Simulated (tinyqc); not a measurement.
# From log10 alpha back to pKa of HL

Model: potential-pH (Pourbaix) lines of a metal, its cation, its oxide and an oxyanion, with a complexing ligand. Computed by tinyqc, a small Python program. Command: `OMP_NUM_THREADS=1 python tinyqc.py 3006262 3006263 out.jsonl pourb inv`. One thread of a shared host (Intel(R) Xeon(R) Processor @ 2.30GHz), about 0.01 s of CPU time with the checks.

Potentials are against the standard hydrogen electrode; solids and water have unit activity; dG_f of M, H+ and the electron is zero; F = e N_A and s = R T ln(10)/F. The cation carries z = 2.

Inputs (values chosen for the exercise, modelled on tin):
```
quantity                                      value    unit
dG_f of the cation                           -27.27  kJ/mol
dG_f of the oxide                           -252.67  kJ/mol
dG_f of the oxyanion                        -326.27  kJ/mol
dG_f of water                               -237.14  kJ/mol
temperature T                                298.15       K
log10 of the dissolved activity a                -4       -
pH                                              8.5       -
log10 of the stability constant beta of ML      6.8       -
total ligand c_L                               0.25   mol/L
```

Species: M, M2+, MO, MO2(2-).

Constants: R = 8.314462618 J/(mol K); e = 1.602176634e-19 C; N_A = 6.02214076e+23 1/mol.

Method. M2+ + 2e = M; MO + 2H+ + 2e = M + H2O; MO2(2-) + 4H+ + 2e = M + 2H2O. For each, E0 = -dG/(z F), and E = E0 + (s/z) log10 a - (s n_H/z) pH, with no activity term for the oxide. The free ligand is c_L/(1 + 10^(pKa - pH)) (ligand in excess); dissolved metal is a in all, so the free cation is a/alpha, alpha = 1 + beta [L]; the cation line drops by (s/z) log10 alpha.

Question. A run gave the result below. Find the pKa of HL, known to lie between 7.5 and 14.

log10 alpha = 5.688258

Answer.

Each step takes the trial c = (a f_b - b f_a)/(f_b - f_a), f being the result less the target and a, b, c the logarithms of the listed values; c replaces end b, the old b replaces a if the sign of f changed, and otherwise f_a is halved.

Scan of the range:
```
pKa of HL  log10 alpha
7.50           6.15655
8.32           5.97765
9.23           5.39378
10.20          4.48937
11.40          3.29761
12.60          2.10136
14.00          0.77729
```

False position (Illinois rule, in the logarithm of the input) inside the bracket:
```
step    end a    end b    trial  log10 alpha
1     8.32000  9.23000  8.75924      5.74823
2     9.23000  8.75924  8.83717      5.69640
3     9.23000  8.83717  8.85732      5.68249
4     8.83717  8.85732  8.84896      5.68829
5     8.85732  8.84896  8.84900      5.68826
6     8.85732  8.84900  8.84900      5.68826
7     8.84900  8.84900  8.84900      5.68826
```

log10 alpha falls at every point of a 13-point scan of the range (every second point is shown), so one value fits; it is bracketed by 8.32 and 9.23. Answer: pKa of HL = 8.849.
